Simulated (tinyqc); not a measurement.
Four methods from the same start: geometry relaxation of a small cluster. Computed by tinyqc, a small Python program. Command: `OMP_NUM_THREADS=1 python tinyqc.py 3013622 3013623 out.jsonl relax walk`. One thread of a shared host (Intel(R) Xeon(R) Processor @ 2.30GHz), about 0.01 s of CPU time with the checks.

E = sum_i {sum_j A exp(-p (r_ij/r0 - 1)) - xi sqrt(rho_i)}, rho_i = sum_j exp(-2 q (r_ij/r0 - 1)); the force on i is -sum_j w_ij (R_i - R_j)/r_ij with w_ij = -(2p/r0) A exp(-p (r_ij/r0 - 1)) + (xi q/r0) exp(-2 q (r_ij/r0 - 1)) (rho_i^(-1/2) + rho_j^(-1/2)).

Inputs (values chosen for the exercise, for model atoms):
```
quantity                 value           unit
length r0                 3.03       angstrom
repulsion A               0.14             eV
hopping xi                2.48             eV
decay p                   11.5              -
decay q                   2.25              -
step factor eta          0.026  angstrom^2/eV
largest number of steps    500              -
```

Potential: Gupta. Method: BFGS.

starting positions (angstrom):
```
            x      y      z
atom 1  -0.04   0.14  -0.01
atom 2   3.02  -0.08  -0.22
atom 3   1.36   2.53  -0.22
atom 4   1.22   0.68   2.49
```

Method:
- BFGS: R(new) = R + B F with the inverse Hessian B = eta 1 at first; with s = R(new) - R, y = F - F(new), rho = 1/(y.s): B(new) = (1 - rho s y^T) B (1 - rho y s^T) + rho s s^T, skipped if y.s is not positive.
- No atom moves more than 0.3 angstrom a step (the whole step is scaled). Stop when the largest force component is below 1e-5 eV/angstrom.
- Hessian at the final positions by central differences of the forces; six eigenvalues vanish (translations and rotations). Steepest descent is stable for eta below 2/lambda_max and contracts the softest mode by 1 - eta lambda_min a step.
- Steepest descent: R(new) = R + eta F.
- Conjugate gradient (Polak-Ribiere): d = F + beta d(old), beta = max(0, F.(F - F(old))/|F(old)|^2), d = F at first; step length from one secant, s = eta (F.d)/(F.d - F(R + eta d).d), replaced by eta if that is not positive; R(new) = R + s d.
- FIRE with unit mass: if F.v > 0, v = (1 - a) v + a |v| F/|F|, and after more than 5 such steps in a row dt = min(1.1 dt, 5 dt0), a = 0.99 a; else v = 0, a = 0.1, and dt = dt/2 (not at the first step). Then v = v + dt F, R(new) = R + dt v. dt0 = sqrt(eta), a = 0.1 at first.
- In this comparison each method may take up to 1500 steps.

contraction of the softest mode = 0.848795

non-zero eigenvalues (eV/angstrom^2): 5.8156  5.8156  12.8773  12.8774  12.8774  30.7395

condition number = 5.28572

Cost:
```
method              steps  force calls  final E (eV)  calls to reach 1e-2
steepest descent       70           71       -16.360                   29
conjugate gradient     34           69       -16.360                   59
BFGS                   21           22       -16.360                   13
FIRE                  102          103       -16.360                   38
```

What follows from these numbers?

In force calls the order is BFGS (22), conjugate gradient (69), steepest descent (71), FIRE (103). All that converged end at the same energy. Near the minimum steepest descent multiplies the slowest mode by 0.849 in size a step, 14 steps a decade of force, at a condition number of 5.3. On this problem it beats FIRE in force calls.

Extremes, crossings and ranges named in words are read from the listed rows.
